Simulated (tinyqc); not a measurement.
G0W0 on RHF in the sto-3g basis, for H4, spin multiplicity 1, step by step. One step of it, computed by the program tinyqc.

Problem. G0W0 on Hartree-Fock: LUMO. W(p,q,m) = sqrt2 sum_ia (pq|ia) (X+Y)_ia,m; Sigma_c(x) = sum_(i,m) W^2/(x - e_i + w_m) + sum_(a,m) W^2/(x - e_a - w_m); solve x = e_p + Sigma_c(x) by Newton steps; Z = 1/(1 - dSigma/dx); 1 hartree = 27.211386 eV.

orbital energies (hartree): MO1 -0.725990, MO2 -0.413414, MO3 0.496485, MO4 0.949603

Two-electron integrals over orbitals (pq|rs), unique and non-zero (hartree):
```
(11|11) 0.530933   (21|21) 0.172118   (22|11) 0.524684   (22|22) 0.538984
(31|31) 0.109653   (32|32) 0.077676   (33|11) 0.510936   (33|22) 0.507494
(33|33) 0.517813   (41|32) 0.077157   (41|41) 0.076699   (42|31) 0.110386
(42|42) 0.120643   (43|21) 0.167130   (43|43) 0.183109   (44|11) 0.522202
(44|22) 0.532621   (44|33) 0.529055   (44|44) 0.553833
```

excitation energies w (hartree): 1.023128  1.285967  1.700734  1.839977

X + Y:
```
             1          2         3         4
1>3   0.000000   0.813252  0.467662  0.000000
1>4  -0.211430   0.000000  0.000000  0.941171
2>3   0.930084   0.000000  0.000000  0.116182
2>4   0.000000  -0.567892  0.746711  0.000000
```

Give: The 12 largest terms at x = e_p; Newton steps; quasiparticle energy of the LUMO; Hartree-Fock value.

Solution.

The 12 largest terms at x = e_p (hartree; W for the signs of X + Y given):
```
q  m       W    term
1  3  0.1891  0.0122
2  4  0.1155  0.0048
2  1  0.0791  0.0032
1  2  0.0375  0.0006
```

Newton steps (hartree):
```
step       x  Sigma_c(x)       Z
0     0.4965      0.0209  0.9922
1     0.5172      0.0207  0.9923
2     0.5172      0.0207  0.9923
```

quasiparticle energy of the LUMO = 14.0737 eV

Hartree-Fock value = 13.5100 eV
